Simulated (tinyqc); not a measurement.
What moves the results: inversion layer as a triangular well, valleys of the Si type. A value that a table varies takes the place of the one given here.

Six ellipsoidal valleys with their long axes along the cube axes, mass ml along the axis and mt across it. For a valley whose axis makes the angle theta with the surface normal, 1/m_z = cos^2(theta)/ml + sin^2(theta)/mt sets the confinement; in the plane the masses are m_1 = mt and m_2 = ml mt/m_z, and m_d = sqrt(m_1 m_2).

The field is taken as constant, e F = 4 pi (e^2/4 pi eps0)(Nd + eta Ns)/eps, with 1e12/cm^2 = 1e-4/angstrom^2, and the oxide as a hard wall at z = 0; c = hbar^2/2m0.

Level j of a valley lies at E_j = a_j (c (e F)^2/m_z)^(1/3) above the band edge at the surface, with the Airy zeros a_j = 2.338107, 4.087949, 5.520560, 6.786708, 7.944134, 9.022651, 10.040174, 11.008524, 11.936016, 12.828777, and has <z> = 2 E_j/(3 e F).

Subband i holds n_i = g m_d/(2 pi c) kB T ln(1 + exp((EF - E_i)/kB T)) (spin included), and EF is fixed by sum n_i = Ns over the levels listed or, where none are listed, over j = 0 to 9 of each group; 1e12/cm^2 = 1e-4/angstrom^2.

Constants: hbar^2/2m0 = 3.80998211 eV angstrom^2; e^2/(4 pi eps0) = 14.39964547 eV angstrom; kB = 8.617333262e-05 eV/K.

Values chosen for the exercise (near those of Si; the results hold for these values, not for the real material):
```
symbol  value                              unit         meaning
ml      0.915                              m0           longitudinal mass
mt      0.187                              m0           transverse mass
eps     11.5                                            dielectric constant
Nd      0.53                               x 1e12/cm^2  depletion charge
eta     0.5                                             share of Ns in the effective field
face    100                                             surface
T       300                                K            temperature
Nss     (0.5, 1, 2, 4, 7, 10, 14)          x 1e12/cm^2  sheet densities
Ns      1.3                                x 1e12/cm^2  electron sheet density
Xu      9.3                                eV           uniaxial deformation potential
nu2     0.77                                            2 C12/C11
es      (-0.3, -0.1, 0, 0.1, 0.3, 0.6, 1)  %            biaxial strain in the plane
Vox     1.35                               eV           barrier of an HfO2-like oxide
mox     0.17                               m0           mass in the oxide
```

## Raising the sheet density

Valleys (masses in m0):
```
valleys g  cos^2(theta)      m_z      m_1      m_2      m_d
2               1.00000  0.91500  0.18700  0.18700  0.18700
4               0.00000  0.18700  0.18700  0.91500  0.41365
```

The field, the ladders and EF anew for each Ns.

Results:
```
Ns (1e12/cm^2)  F (MV/cm)  lowest E (eV)  next - lowest (meV)  EF - lowest (meV)  share of lowest (%)  <z> (angstrom)
0.5                 0.123         0.0431                 30.1              -82.6                 32.4            38.4
1.0                 0.162         0.0519                 36.2              -59.2                 38.9            32.6
2.0                 0.241         0.0676                 47.1              -33.2                 49.4            26.1
4.0                 0.398         0.0945                 65.9               -3.3                 63.7            20.0
7.0                 0.634         0.1289                 89.9               25.8                 75.6            15.9
10.0                0.870         0.1591                111.0               48.8                 81.9            13.8
14.0                1.185         0.1955                136.4               76.0                 86.3            12.1
```

Levels scale as F^(2/3): the field grows by 9.65 and the lowest level by 4.53. The layer thins from 38.4 to 12.1 angstrom. EF passes the lowest edge between 4 and 7 e12/cm^2. The share of the lowest subband rises throughout: the spacing grows faster than the band fills.

## Biaxial strain

Strain e in the plane raises the four primed valleys against the two unprimed ones by D = Xu (1 + nu2) e; the field is kept. m_c averages 1/mt (unprimed) and (1/mt + 1/ml)/2 (primed) over the electrons.

Results:
```
e (%)  D (meV)  0' - 0 (meV)  unprimed share (%)  m_c (m0)  <z> (angstrom)
-0.3     -49.4          -9.7                15.7    0.2814            34.7
-0.1     -16.5          23.2                39.1    0.2467            31.9
0.0        0.0          39.6                54.4    0.2285            30.2
0.1       16.5          56.1                68.8    0.2135            28.5
0.3       49.4          89.0                88.5    0.1960            26.3
0.6       98.8         138.4                98.1    0.1884            25.2
1.0      164.6         204.3                99.8    0.1871            25.1
```

Without strain confinement alone splits the ladders by 40 meV and puts 54 % of the electrons into the two valleys that are light in the plane; under the largest tension the share is 99.8 %. m_c is 0.228 m0 without strain and 0.187 m0 there; moving all electrons can gain at most 22 % in 1/m_c. The ladders cross at e = -0.24 %, inside the table.

## Surface orientation

The same densities on four faces. m_c is the conductivity mass averaged over directions in the plane: 1/m_c = sum n_i (1/m_1 + 1/m_2)/2 / Ns.

Results:
```
face   valleys of lowest  lowest E (eV)  EF (eV)  share of lowest (%)  <z> (angstrom)  m_c (m0)
(100)                  2         0.0568   0.0071                 42.4            30.2     0.228
(110)                  4         0.0815   0.0105                 66.4            33.0     0.287
(111)                  6         0.0871   0.0111                 91.3            33.5     0.293
(211)                  2         0.0750   0.0103                 37.1            32.9     0.283
```

The lowest level is deepest on (100), where a valley axis lies closest to the normal, and the lightest conductivity mass is on (100) (0.228 m0, against 0.293 m0 on (111)). EF, counted from the band edge at the surface, is lowest on (100) and spans 4 meV.

## Four estimates of the lowest level

WKB: E = (c/m_z)^(1/3) (3 pi e F/2 x 3/4)^(2/3), <z> = 2E/(3 e F). Fang-Howard: psi = z exp(-b z/2) up to a norm, E = c b^2/(4 m_z) + 3 e F/b at its minimum b^3 = 6 e F m_z/c, <z> = 3/b. Finite barrier: flat height Vox and mass mox for z < 0, finite differences with psi and psi'/m continuous, cells of 0.05 angstrom from -15 to 300 angstrom. The last column is measured against Airy.

Lowest level:
```
method                E (eV)  <z> (angstrom)  E - Airy (meV)
Airy, hard wall       0.0568           20.40             0.0
WKB, hard wall        0.0564           20.25            -0.4
Fang-Howard           0.0602           21.61             3.4
finite oxide barrier  0.0554           19.62            -1.4
```

b = 0.1388 1/angstrom
probability in the oxide = 0.0005

WKB is off by -0.8 % and the variational function by +5.9 %, above the exact value as it must be; both ratios are independent of field and mass. The finite barrier lowers the level by 1.4 meV and brings the charge 0.8 angstrom closer; in energy that is less than the Fang-Howard error (3.4 meV).

## What each parameter does

Field, ladders and EF anew. Each row changes one parameter from the base and keeps the others.

Results:
```
case                    lowest E (eV)  EF (eV)  share of lowest (%)  <z> (angstrom)
base                           0.0568   0.0071                 42.4           30.17
Ns = 2.6 x 1e12/cm^2           0.0761   0.0537                 54.5           23.71
Nd = 0.265 x 1e12/cm^2         0.0480  -0.0065                 35.7           35.03
T = 360 K                      0.0568  -0.0148                 35.3           32.31
ml = 1.007 m0                  0.0550   0.0053                 42.4           29.80
mt = 0.168 m0                  0.0568   0.0110                 43.8           30.44
eps = 10.3                     0.0612   0.0135                 45.6           28.31
```

The largest shifts from the base row, up to three for each result and ties (the steps differ in size, so this ranks the rows, not the parameters). lowest E (eV): Ns +0.0193, Nd -0.0089, eps +0.0043; unchanged at the printed digits by T and mt. EF (eV): Ns +0.0466, T -0.0219, Nd -0.0136. share of lowest (%): Ns +12.1, T -7.0, Nd -6.7; unchanged at the printed digits by ml. <z> (angstrom): Ns -6.45, Nd +4.87, T +2.15.

tinyqc: `OMP_NUM_THREADS=1 python tinyqc.py 1252248 1252249 out.jsonl`; about 0.06 s, one thread, shared Intel(R) Xeon(R) Processor @ 2.30GHz.
